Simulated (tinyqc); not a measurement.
KAI against NLS in time: switching kinetics of a ferroelectric film and the memory window of a ferroelectric gate stack. Computed by tinyqc, a small Python program. Command: `OMP_NUM_THREADS=1 python tinyqc.py 3008507 3008508 out.jsonl feswitch walk`. One thread of a shared host (Intel(R) Xeon(R) Processor @ 2.30GHz), about 0.01 s of CPU time with the checks.

Fields in MV/cm; 1 microcoulomb/cm^2 over eps_0 is 11.29409 MV/cm. In the stack (metal, ferroelectric, interlayer, channel) the channel is taken as a conductor.

Inputs (values chosen for the exercise, for a model hafnia-based film): dimension n = 2; half width w of log10 t = 1.2.

Method. KAI: 1 - exp[-(t/t1)^n]. NLS: the same kernel averaged over the Lorentzian F = (1/pi) w/[(z - log10 t1)^2 + w^2] in z = log10 tau.

Switched share:

| log10(t/t1) | KAI | NLS |
|---|---|---|
| -3.0 | 0.0000 | 0.12690 |
| -2.0 | 0.0001 | 0.18381 |
| -1.0 | 0.0100 | 0.30456 |
| -0.5 | 0.0952 | 0.40675 |
| -0.2 | 0.3284 | 0.48005 |
| 0.0 | 0.6321 | 0.53066 |
| 0.2 | 0.9189 | 0.58008 |
| 0.5 | 1.0000 | 0.64770 |
| 1.0 | 1.0000 | 0.73559 |
| 2.0 | 1.0000 | 0.83474 |
| 3.0 | 1.0000 | 0.88262 |

What follows from these numbers?

KAI goes from 10 to 90 % within 0.67 decades of time; a Lorentzian of this width needs about 2 w tan(0.4 pi) = 7.4 decades. Three decades after t1, 11.7 % of the NLS film has not switched, and three decades before it 12.7 % already has: the tails set write margins and disturb errors.
